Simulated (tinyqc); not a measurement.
# Resistance of a tapered via with liner, size effect and interface: what changes with what

A round via whose diameter grows from db at the bottom as D(z) = db + 2 z/tan(ang). The fill, of diameter D - 2 tl, starts above the bottom liner (thickness fb tl) and has rho = rho0 (1 + ks lam/(D - 2 tl)); the sidewall liner conducts in parallel with it. The bottom liner and the interface are crossed over the full area pi db^2/4. Spreading in the lines above and below is left out.

Values chosen for this exercise; fill metal close to tungsten:
- db = 36 nm (diameter at the bottom)
- hv = 56 nm (height)
- ang = 85 degrees (sidewall angle)
- rho0 = 5.15 uohm cm (bulk resistivity of the fill)
- lam = 15.7 nm (mean free path of the fill)
- ks = 0.7 (size-effect factor)
- tl = 1.9 nm (liner on the sidewall)
- fb = 0.5 (liner at the bottom over that on the sidewall)
- rl = 150 uohm cm (resistivity of the liner)
- ri = 7e-13 ohm cm^2 (interface resistivity at the bottom)
- Sb = 9.1e14 S/m^2 (ballistic conductance per area, about 3/(4 rho0 lam))
- rho2 = 1.66 uohm cm (bulk resistivity of the second fill (close to copper))
- lam2 = 39 nm (its mean free path)
- tl2 = 2.1 nm (its liner)

Each table varies one quantity; the others keep the values above.

## Via resistance against the diameter at the bottom

Slices between z0 = fb tl and hv, evaluated at their midpoints: conductance per length pi/4 [(D - 2 tl)^2/rho + (D^2 - (D - 2 tl)^2)/rl], slice resistance = slice height over that. 2000 slices. R_fill = sum of the slices; R_bottom = rl fb tl/(pi db^2/4); R_interface = ri/(pi db^2/4); ballistic (Sharvin) limit 1/(Sb pi (db - 2 tl)^2/4); ideal cylinder rho0 hv/(pi db^2/4).

Results:

| db (nm) | R_fill (ohm) | R_bottom (ohm) | R_interface (ohm) | R (ohm) | ballistic limit (ohm) | R over ideal cylinder | largest part |
|---|---|---|---|---|---|---|---|
| 6 | 328.4 | 50.40 | 2.476 | 381.2 | 289.1 | 3.737 | fill |
| 8.3 | 121.8 | 26.34 | 1.294 | 149.4 | 69.09 | 2.803 | fill |
| 11 | 55.91 | 14.99 | 0.7366 | 71.64 | 26.99 | 2.361 | fill |
| 16 | 21.78 | 7.087 | 0.3482 | 29.21 | 9.400 | 2.037 | fill |
| 22 | 10.30 | 3.749 | 0.1841 | 14.23 | 4.224 | 1.876 | fill |
| 42 | 2.446 | 1.029 | 0.05053 | 3.525 | 0.9588 | 1.693 | fill |
| 58 | 1.225 | 0.5393 | 0.02649 | 1.791 | 0.4763 | 1.640 | fill |
| 80 | 0.6220 | 0.2835 | 0.01393 | 0.9194 | 0.2410 | 1.602 | fill |

Estimate the missing row, db = 30 nm.

Computed row:

| db (nm) | R_fill (ohm) | R_bottom (ohm) | R_interface (ohm) | R (ohm) | ballistic limit (ohm) | R over ideal cylinder | largest part |
|---|---|---|---|---|---|---|---|
| 30 | 5.113 | 2.016 | 0.09903 | 7.228 | 2.038 | 1.771 | fill |

With this row back in the table: R falls from 381 to 0.919 ohm. The fill is the largest part at db = 6 and in all other rows. R goes as db^(-2.89) between the first two rows and db^(-2.07) between the last two; area alone gives -2. For db = 6, 8.3 the ballistic limit exceeds half of R_fill, so the diffusive model understates R.

## Via resistance against the liner on the sidewall

Same model as above.

2000 slices.

The same in every row: R_interface (ohm) = 0.068771.

Via resistance against the liner on the sidewall:

| tl (nm) | R_fill (ohm) | R_bottom (ohm) | R (ohm) | ballistic limit (ohm) | R over ideal cylinder | largest part |
|---|---|---|---|---|---|---|
| 0 | 2.8343 | 0 | 2.9031 | 1.0796 | 1.0246 | fill |
| 0.6 | 3.0015 | 0.44210 | 3.5123 | 1.1553 | 1.2396 | fill |
| 1.1 | 3.1527 | 0.81051 | 4.0320 | 1.2247 | 1.4230 | fill |
| 1.7 | 3.3502 | 1.2526 | 4.6716 | 1.3165 | 1.6488 | fill |
| 2.3 | 3.5674 | 1.6947 | 5.3308 | 1.4191 | 1.8815 | fill |
| 2.9 | 3.8069 | 2.1368 | 6.0124 | 1.5341 | 2.1220 | fill |
| 3.4 | 4.0257 | 2.5052 | 6.5997 | 1.6410 | 2.3293 | fill |
| 4 | 4.3146 | 2.9473 | 7.3307 | 1.7846 | 2.5873 | fill |

R rises from 2.90 to 7.33 ohm. The fill is the largest part at tl = 0 and in all other rows. The share of the two bottom terms goes from 2.37 to 41.1 %.

## Two fill metals against the diameter

2000 slices. R_fill = sum of the slices; R_bottom = rl fb tl/(pi db^2/4); R_interface = ri/(pi db^2/4). The second fill has rho2, lam2 and tl2 in place of rho0, lam and tl.

Results:

| db (nm) | R, first fill (ohm) | R, second fill (ohm) | ratio second/first |
|---|---|---|---|
| 8.5 | 140.0 | 112.0 | 0.7997 |
| 17 | 25.42 | 17.58 | 0.6915 |
| 24 | 11.75 | 7.808 | 0.6647 |
| 35 | 5.192 | 3.342 | 0.6437 |
| 49 | 2.548 | 1.605 | 0.6299 |
| 70 | 1.212 | 0.7499 | 0.6189 |
| 100 | 0.5811 | 0.3550 | 0.6109 |

Estimate the missing row, db = 12 nm.

Computed row:

| db (nm) | R, first fill (ohm) | R, second fill (ohm) | ratio second/first |
|---|---|---|---|
| 12 | 57.78 | 42.28 | 0.7317 |

With this row back in the table: The ratio goes from 0.800 to 0.611. The second fill gives the lower R in every row.

Program tinyqc, `OMP_NUM_THREADS=1 python tinyqc.py 2750201 2750202 out.jsonl`; Intel Xeon 2.30GHz, shared host, one thread, about 0.01 s.
